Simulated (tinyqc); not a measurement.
# From voltage V back to trap density N_t

Model: space-charge-limited current through a thin insulating or semi-insulating film with traps. Computed by tinyqc, a small Python program. Command: `OMP_NUM_THREADS=1 python tinyqc.py 3012601 3012602 out.jsonl sclc inv`. One thread of a shared host (Intel(R) Xeon(R) Processor @ 2.30GHz), about 0.01 s of CPU time with the checks.

One ohmic injecting contact at x = 0 (field zero), drift only, non-degenerate free carriers.

Inputs (values chosen for the exercise, modelled on HfO2): permittivity eps = 22; band mobility mu = 0.055 cm^2/(V s); effective density of states N_c = 9.2e+19 1/cm^3; equilibrium Fermi level below the band edge, E_0 = 0.55 eV; thickness d = 65 nm; free density at the anode, in units of N_c = 6.9e-07; temperature T = 350 K; characteristic temperature T_c = 500 K.

Traps: exponential tail.

Constants: k_B = 8.617333262e-05 eV/K; eps_0 = 8.8541878128e-12 F/m; e = 1.602176634e-19 C.

Method:
- Free density n_0 = N_c exp(-E_0/k_B T) in equilibrium; trapped density n_t(n) = N_t (n/N_c)^(T/T_c) (the low-temperature form).
- J = e mu n F and (eps eps_0/e) dF/dx = n - n_0 + n_t(n) - n_t(n_0) = rho(n). With F = J/(e mu n): d = (eps eps_0 J/(e^2 mu)) I_1 and V = (eps eps_0 J^2/(e^3 mu^2)) I_2, I_k = int_(n_L)^infinity dn/(n^(k+1) rho(n)), n_L the density at the anode; with u = n_L/n, 200 Gauss-Legendre points in t, u = 1 - (1 - t)^2.
- Anode field J/(e mu n_L); Mott-Gurney current (9/8) eps eps_0 mu V^2/d^3; ohmic current e n_0 mu V/d.

Problem. A run gave the result below. Find the trap density N_t, known to lie between 1.6e+19 and 3.6e+19 1/cm^3.

voltage V = 0.003734781 V

Solution.

Each step takes the trial c = (a f_b - b f_a)/(f_b - f_a), f being the result less the target and a, b, c the logarithms of the listed values; c replaces end b, the old b replaces a if the sign of f changed, and otherwise f_a is halved.

Scan of the range:
```
trap density N_t (1/cm^3)  voltage V (V)
1.60e+19                      0.00309116
1.83e+19                      0.00349235
2.10e+19                      0.00396325
2.40e+19                      0.00448644
2.75e+19                      0.00509680
3.14e+19                      0.00577687
3.60e+19                      0.00657898
```

False position (Illinois rule, in the logarithm of the input) inside the bracket:
```
step        end a        end b        trial  voltage V (V)
1     1.83000e+19  2.10000e+19  1.96436e+19     0.00372669
2     2.10000e+19  1.96436e+19  1.96885e+19     0.00373452
3     2.10000e+19  1.96885e+19  1.96914e+19     0.00373502
4     1.96885e+19  1.96914e+19  1.96900e+19     0.00373478
5     1.96914e+19  1.96900e+19  1.96900e+19     0.00373478
```

Voltage V rises at every point of a 13-point scan of the range (every second point is shown), so one value fits; it is bracketed by 1.83e19 and 2.10e19. Answer: trap density N_t = 1.969e19 1/cm^3.

Caution: V is below 10 k_B T/e, where diffusion from the contact, left out here, dominates.
